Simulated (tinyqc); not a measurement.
p-n diode, drift-diffusion by the Gummel loop with Scharfetter-Gummel fluxes: two steps of the calculation.

Abrupt junction at x = 0, p side from -Lp, n side to Ln, ohmic contacts. psi is counted from the intrinsic level; n = ni exp((psi - phin)/Vt), p = ni exp((phip - psi)/Vt). Contacts: p side psi = V - Vt ln(Na/ni), p = Na, n = ni^2/Na; n side psi = Vt ln(Nd/ni), n = Nd, p = ni^2/Nd. Constant mobilities, D = mu Vt, Boltzmann statistics, SRH recombination through a mid-gap level, U = (n p - ni^2)/(tp (n + ni) + tn (p + ni)). Current is positive from the p contact to the n contact.

Values chosen for this exercise; band and dielectric values close to those of gallium arsenide:
- T = 300 K (temperature)
- eps_r = 12.7 (relative permittivity)
- Na = 2.7e16 cm^-3 (acceptor density of the p side)
- Nd = 4.5e16 cm^-3 (donor density of the n side)
- mup = 350 cm^2/(V s) (hole mobility)
- tn = 2e-8 s (SRH lifetime of electrons)
- tp = 1e-10 s (SRH lifetime of holes)
- G = 0 cm^-3 s^-1 (uniform generation rate)
- V = 0.78 V (bias of the p contact)

Constants: q = 1.602176634e-19 C, kB = 1.380649e-23 J/K, Vt = kB T/q, eps0 = 8.8541878128e-14 F/cm where lengths are in cm. Results are converted to the units shown.

Problem 1. Poisson equation. With phin and phip held, solve a_i (psi_(i+1) - psi_i) - a_(i-1) (psi_i - psi_(i-1)) + q w_i (p_i - n_i + C_i) = 0 for the inner nodes by Newton steps to convergence; a_i = eps0 eps_r/h_i, h_i = x_(i+1) - x_i, w_i = (h_(i-1) + h_i)/2, C = -Na or +Nd.

```
node,x (nm),phin at the start (V),phip at the start (V)
0,-1100,0.78,0.78
1,-754,0,0.78
2,-503,0,0.78
3,-321,0,0.78
4,-189,0,0.78
5,-94,0,0.78
6,-25,0,0.78
7,25,0,0.78
8,113,0,0.78
9,270,0,0.78
10,546,0,0.78
11,1040,0,0.78
12,1900,0,0
```

ni = 1.3171997e6 cm^-3

Find: psi; n after Poisson; p after Poisson.

Solution 1.

```
node,psi (V),n after Poisson (cm^-3),p after Poisson (cm^-3)
0,0.1662,6.426e-5,2.700e16
1,0.1662,8.154e8,2.700e16
2,0.1662,8.154e8,2.700e16
3,0.1662,8.168e8,2.695e16
4,0.1677,8.632e8,2.550e16
5,0.1917,2.186e9,1.007e16
6,0.3456,8.415e11,2.616e13
7,0.5714,5.241e15,4.201e9
8,0.6250,4.159e16,5.294e8
9,0.6270,4.496e16,4.897e8
10,0.6270,4.500e16,4.892e8
11,0.6270,4.500e16,4.892e8
12,0.6270,4.500e16,3.856e-5
```

Problem 2. Hole continuity. With psi and the new n held, F_i = (mup Vt/h_i) [p_(i+1) B(-d_i) - p_i B(d_i)], d_i = (psi_(i+1) - psi_i)/Vt, B(d) = d/(exp(d) - 1); solve F_i - F_(i-1) = w_i [(n_i p_i - ni^2)/den_i - G] for the new p, with den = tp (n + ni) + tn (p + ni) taken at the new n and the old p, h_i = x_(i+1) - x_i, w_i = (h_(i-1) + h_i)/2; phip = psi + Vt ln(p/ni).

```
node,x (nm),psi (V),new n (cm^-3),p after Poisson (cm^-3)
0,-1100,0.16618060,6.4259817e-5,2.7e16
1,-754,0.16618060,2.9076217e8,2.6999994e16
2,-503,0.16618135,5.0177742e8,2.6999217e16
3,-321,0.16622591,6.5584225e8,2.6952714e16
4,-189,0.16765452,8.0729342e8,2.5503689e16
5,-94,0.19167058,2.1758727e9,1.0072814e16
6,-25,0.34557394,8.4146347e11,2.6163042e13
7,25,0.57143890,5.2408607e15,4.2007215e9
8,113,0.62498636,4.1587258e16,5.2937840e8
9,270,0.62700151,4.4958666e16,4.8968081e8
10,546,0.62702518,4.4999842e16,4.8923274e8
11,1040,0.62702527,4.4999999e16,4.8923105e8
12,1900,0.62702527,4.5e16,3.8555890e-5
```

ni = 1.3171997e6 cm^-3

Find: new p; phip after round 1.

Solution 2.

```
node,new p (cm^-3),phip after round 1 (V)
0,2.7000e16,0.78000
1,2.7000e16,0.78000
2,2.6999e16,0.78000
3,2.6953e16,0.78000
4,2.5504e16,0.78000
5,1.0073e16,0.78000
6,2.6163e13,0.78000
7,4.1723e9,0.77982
8,4.5965e8,0.77635
9,2.5009e8,0.76263
10,9.5137e7,0.73767
11,1.8050e7,0.69470
12,3.8556e-5,0.00000
```

tinyqc, about 0.1 s, one thread, Intel Xeon 2.30GHz (shared host): `OMP_NUM_THREADS=1 python tinyqc.py 2240086 2240087 out.jsonl`
